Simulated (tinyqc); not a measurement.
Hopping conduction between localised states: one step, computed by the program tinyqc.

Energies are counted from the Fermi level. A small network shows the mechanism; the laws of an infinite system follow.

Question. Critical path. Critical exponent s_c: the smallest value such that bonds with s_ij <= s_c connect site 1 with site 8.

Inputs (values chosen for the exercise, for a model defective oxide): temperature T = 180 K.

Dimension: 2D.

s_ij:
$$\begin{pmatrix}
0.00000 & 2.39438 & 12.03711 & 6.03778 & 9.45069 & 14.82592 & 14.60661 & 14.70879 \\
2.39438 & 0.00000 & 10.37126 & 5.01127 & 8.71034 & 14.05628 & 13.20808 & 13.81915 \\
12.03711 & 10.37126 & 0.00000 & 10.22059 & 13.15305 & 18.18984 & 15.57008 & 17.46636 \\
6.03778 & 5.01127 & 10.22059 & 0.00000 & 4.20678 & 9.57675 & 9.08425 & 9.49230 \\
9.45069 & 8.71034 & 13.15305 & 4.20678 & 0.00000 & 6.20282 & 7.12844 & 6.84473 \\
14.82592 & 14.05628 & 18.18984 & 9.57675 & 6.20282 & 0.00000 & 7.97739 & 7.63792 \\
14.60661 & 13.20808 & 15.57008 & 9.08425 & 7.12844 & 7.97739 & 0.00000 & 4.18260 \\
14.70879 & 13.81915 & 17.46636 & 9.49230 & 6.84473 & 7.63792 & 4.18260 & 0.00000
\end{pmatrix}$$

Give: critical exponent s_c.

Answer.

critical exponent s_c = 6.845
